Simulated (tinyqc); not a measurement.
Velocity overshoot from momentum and energy balance equations after a field step: one step, computed by the program tinyqc.

At t = 0 the field jumps from 0 to F in a uniform sample. v is the drift velocity and u = w - (3/2) k_B T the excess energy per carrier.

Task: Constants and steady state. dv/dt = e F/m - v/tau_m(u), du/dt = e F v - u/tau_E, tau_m(u) = tau_0/(1 + c u), tau_0 = m mu_0/e, c = mu_0/(e tau_E v_s^2); this choice gives the steady state v (1 + mu_0 F v/v_s^2) = mu_0 F, which saturates at v_s. Steady velocity v = 2 mu_0 F/(1 + sqrt(1 + 4 (mu_0 F/v_s)^2)); u = e F v tau_E; carrier temperature T + 2u/(3 k_B), neglecting the drift energy m v^2/2.

Inputs (values chosen for the exercise, modelled on electrons in strained silicon except for tau_E):

| quantity | value | unit |
|---|---|---|
| effective mass m | 0.21 | m_0 |
| low-field mobility mu_0 | 2600 | cm^2/(V s) |
| saturation velocity v_s | 1.1 | 1e7 cm/s |
| energy relaxation time tau_E | 0.43 | ps |
| field after the step F | 9.4 | kV/cm |
| lattice temperature T | 300 | K |

Scheme: explicit Euler.

Constants: m_0 = 9.1093837015e-31 kg; e = 1.602176634e-19 C; k_B = 8.617333262e-05 eV/K.

Give: tau_0; c; acceleration e F/m; steady velocity; steady excess energy; steady carrier temperature.

Result:

tau_0 = 310.44 fs

c = 49.971 1/eV

acceleration e F/m = 0.0078728 1e7 cm/s per fs

steady velocity = 0.87996 1e7 cm/s

steady excess energy = 0.035568 eV

steady carrier temperature = 575.17 K

tau_E/tau_0 = 1.39, and in the steady state tau_m has shrunk to 111.8 fs.
